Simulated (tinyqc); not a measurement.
Plain band against climbing image: nudged elastic band on a two-dimensional model surface. Computed by tinyqc, a small Python program. Command: `OMP_NUM_THREADS=1 python tinyqc.py 3009106 3009107 out.jsonl neb walk`. One thread of a shared host (Intel(R) Xeon(R) Processor @ 2.30GHz), about 0.1 s of CPU time with the checks.

V(x, y) = h u^2 + t x + (kappa/2)(y + c u)^2 with u = x^2/w^2 - 1; the path runs from the minimum near (-w, 0) to that near (w, 0).

Inputs (values chosen for the exercise, for a model surface):
```
quantity                    value           unit
height h                     0.56             eV
half width w                  0.9       angstrom
transverse stiffness kappa    5.7  eV/angstrom^2
curvature c                  0.36       angstrom
tilt t                      0.025    eV/angstrom
spring constant k_s           3.6  eV/angstrom^2
step factor eta             0.055  angstrom^2/eV
```

Surface: curved double well. Climbing image: on.

Method:
- Newton steps x(new) = x - H^-1 grad V (moves limited to 0.3 angstrom) from (-w, 0), (w, 0) and (0, c) give the two minima and the saddle.
- Tangent at image i: towards the higher neighbour if the energies rise or fall through i; at a maximum or minimum, tau = t+ dmax + t- dmin if V(i+1) > V(i-1), else t+ dmin + t- dmax, with t+ = R(i+1) - R(i), t- = R(i) - R(i-1) and dmax, dmin the larger and smaller of |V(i+1) - V(i)| and |V(i-1) - V(i)|; then normalise. Force F = -grad V + (grad V.tau) tau + k_s (|t+| - |t-|) tau.
- With a climbing image, the highest image feels instead F = -grad V + 2 (grad V.tau) tau and no spring.
- Update R(new) = R + eta F; the end points stay fixed.
- Images are counted without the end points, and convergence is judged on the largest force on an image. Each run starts on the straight line with the same k_s and eta, for at most 1500 iterations; errors are against the Newton saddle; a dash marks a run that did not reach 1e-4 eV/angstrom.

positions (angstrom):
```
                x          y
start   -0.904486  -0.003598
end      0.895445   0.003634
saddle   0.009041   0.359964
```

energies (eV): start -0.022556, end 0.022443, saddle 0.560113

barrier from the start = 0.582669 eV

Error of the highest image (meV) and iterations:
```
images  plain, error  plain, iterations  climbing, error  climbing, iterations
2           -125.939                 26                0                    54
3             -0.321                 35                0                    36
4            -45.737                 39                0                    56
5             -0.322                 53                0                    42
6            -22.351                 57                0                    71
8            -12.764                 76                0                    96
10            -8.010                 98                0                   125
```

What does the comparison show, and why?

The plain band underestimates the barrier by 0.32 to 125.94 meV, depending on how near an image falls to the saddle (worst for 2 images, best for 3). The climbing image is within about 0.001 meV in every converged run, so few images suffice for the barrier.

Extremes, crossings and ranges named in words are read from the listed rows.
